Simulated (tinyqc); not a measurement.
Inside a calculation: electrons shared among three sets of ellipsoidal valleys. Values are carried at full precision from step to step, so a last printed digit may differ when a step is redone from the rounded ones.

Constants: hbar^2/2m0 = 3.80998211 eV angstrom^2; kB = 8.617333262e-05 eV/K.

Parameters, chosen for this exercise (masses and offsets near those of Si; mobilities are free inputs, held fixed; not measured data): ml = (0.956, 0.956, 1.747) m0 (longitudinal masses of Delta2, Delta4, L); mt = (0.1839, 0.1839, 0.1259) m0 (transverse masses); M = (2, 4, 4) (valleys in each set); T = 77 K; dE = (0, 0.02, 0.77) eV (edges of Delta2, Delta4, L above the first, the first two split by strain); n = 8e+18 1/cm^3 (total electron density); mu = (1900, 1000, 500) cm^2/(V s) (mobility of each set, for current in the plane normal to the Delta2 axis).

## Masses of each set

One valley: m_d = (ml mt^2)^(1/3). Whole set: m_de = M^(2/3) m_d. Mean over three axes: 1/m_c = (1/ml + 2/mt)/3. Anisotropy K = ml/mt.

m_d, m_de, m_c (m0) and K of each set:

| set | m_d | m_de | m_c | K |
|---|---|---|---|---|
| Delta2 | 0.3186 | 0.5057 | 0.2516 | 5.20 |
| Delta4 | 0.3186 | 0.8028 | 0.2516 | 5.20 |
| L | 0.3025 | 0.7624 | 0.1823 | 13.88 |

m_de/m_c is 2.01 for Delta2, 3.19 for Delta4, 4.18 for L: many anisotropic valleys give many states at a light conductivity mass. m_c is the mean over three axes; a set that holds only some of the equivalent valleys conducts with a mass that depends on direction.

## Effective densities of states

N_i = M_i times N = 2 (m kB T/(4 pi c))^(3/2) with c = hbar^2/2m0, in 1/angstrom^3; times 1e24 for 1/cm^3, with m = (ml mt^2)^(1/3).

kT = 0.006635 eV

N_i (1/cm^3): Delta2 1.1735e+18, Delta4 2.3469e+18, L 2.1720e+18

## Fermi level and populations

F_j(eta) = (1/Gamma(j + 1)) integral_0^infinity x^j dx/(1 + exp(x - eta)), which tends to exp(eta) for eta << 0.

Solve n = sum_i N_i F_1/2((EF - dE_i)/kT), energies from the edge of the first set.

EF = 0.0216 eV

eta_i: Delta2 3.26, Delta4 0.24, L -112.79

n_i (1/cm^3): Delta2 5.84e+18, Delta4 2.16e+18, L 2.25e-31

shares: Delta2 0.7294, Delta4 0.2706, L 0.0000

Delta2 holds most electrons (72.9 %). Boltzmann weights N_i exp(-dE_i/kT) would give Delta4 a share of 0.0894.

## Drift and Hall mobility of the mixture

With f_i the shares, mu_drift = sum f_i mu_i; low-field Hall mobility mu_H = sum f_i mu_i^2/mu_drift (scattering and anisotropy factors set to 1); the Hall density is n mu_drift/mu_H; rho = 1/(e n mu_drift), e = 1.602176634e-19 C.

mu_drift = 1656 cm^2/(V s)
mu_H = 1753 cm^2/(V s)
Hall density = 7.56e+18 1/cm^3
rho = 0.000471 ohm cm

A Hall measurement would read 94.5 % of the true density. The mobilities are of the size met in pure crystals; at this density impurities would cut them and raise rho, by a factor of two to ten or more depending on crystal and density.

## Checks

- Share of Delta4 at n = 1e10 1/cm^3 against the Boltzmann weight: both 0.08940.

Program tinyqc; command `OMP_NUM_THREADS=1 python tinyqc.py 1652539 1652540 out.jsonl`; about 0.02 s on one thread of a shared Intel(R) Xeon(R) Processor @ 2.30GHz.
